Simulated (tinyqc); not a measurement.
# MOSFET in saturation, small-signal circuit and noise: integrated noise against bandwidth

Bias by the inversion coefficient IC = I/Ispec (charge-based model with velocity saturation; weak inversion below 0.1, strong above 10). Common-source circuit: gm, gds, Cgs, Cgd and Cj at the inner nodes, Rg in series with the gate; quasi-static, no source or drain resistance, no gate-body capacitance, no substrate network, no induced gate noise, so fmax is an upper estimate.

Ispec = 2 n mu Cox (W/L) Vt^2, lc = Ls/L, gms = [sqrt((lc IC + 1)^2 + 4 IC) - 1]/[2 + lc (lc IC + 1)], gm = gms Ispec/(n Vt), gds = sg gm. qs = [sqrt(1 + 4 IC) - 1]/2, Cgs = Cox W L qs (2 qs + 3)/(3 (qs + 1)^2) + Cov W, Cgd = Cov W, Cd = Cj W, Rg = Rsh (Wf/L)/(12 Nf) + Rc/W with Nf = W/Wf fingers (not rounded) contacted at both ends. Channel noise Sid = 4 kB T gam n gm with gam = (1/2 + (2/3) qs)/(1 + qs) + gw lc IC, qs = [sqrt(1 + 4 IC) - 1]/2, lc = Ls/L (the last term an empirical rise with velocity saturation); at the gate, white noise Sw = Sid/gm^2 + 4 kB T Rg. Number fluctuation with correlated mobility: S(f) = K/f, K = q^2 Vt lt Nt/(W L Cox^2) (1 + ac mu Cox I/gm)^2, Vt in eV with Nt per eV. Corner fc = K/Sw. Mean square from f1 = 1 Hz to B: Sw (B - f1) + K ln(B/f1).

Inputs (values chosen for the exercise):
```
symbol,value,unit,meaning
T,350,K,temperature
L,65,nm,gate length
W,40,um,total gate width
Cox,1.04,uF/cm^2,gate capacitance
mu,130,cm^2/(V s),mobility
n,1.31,,slope factor
Ls,20,nm,velocity-saturation length
Rsh,5,ohm,sheet resistance of the gate
Wf,2,um,finger width
Rc,50,ohm um,gate contact and vertical resistance
IC,9.6,,inversion coefficient
gw,0.04,,short-channel excess of the noise factor
Nt,1.8e18,cm^-3 eV^-1,oxide trap density
lt,0.1,nm,tunnelling length into the oxide
ac,3000,V s/C,Coulomb scattering coefficient
```

Constants: q = 1.602176634e-19 C, kB = 1.380649e-23 J/K, Vt = kB T/q. Results are converted to the units shown.

Result of one run:
```
B (Hz)  spot noise at B (nV/Hz^0.5)  white part (uV rms)  1/f part (uV rms)  total (uV rms)
1e7                           7.714                4.388              96.34           96.44
```

What becomes of these results when the upper band edge B is changed from 1e7 to 1000 Hz, all else the same?

Result of the changed run:
```
B (Hz)  spot noise at B (nV/Hz^0.5)  white part (uV rms)  1/f part (uV rms)  total (uV rms)
1000                          758.8              0.04385              63.07           63.07
```

The whole series:
```
B (Hz)  spot noise at B (nV/Hz^0.5)  white part (uV rms)  1/f part (uV rms)  total (uV rms)
1000                          758.8              0.04385              63.07           63.07
10000                         240.0               0.1387              72.82           72.82
1e5                           75.89               0.4387              81.42           81.42
1e6                           24.04                1.387              89.19           89.20
1e7                           7.714                4.388              96.34           96.44
1e8                           2.772                13.87              103.0           103.9
1e9                           1.581                43.88              109.2           117.7
```

The 1/f part adds the same power, K ln 10, in each decade and grows only from 63.1 to 109 uV; the white part grows as sqrt(B). The corner of the spot noise is fc = 2.99e8 Hz.

Program tinyqc, `OMP_NUM_THREADS=1 python tinyqc.py 2150103 2150104 out.jsonl`; Intel Xeon 2.30GHz, shared host, one thread, about 0.01 s.
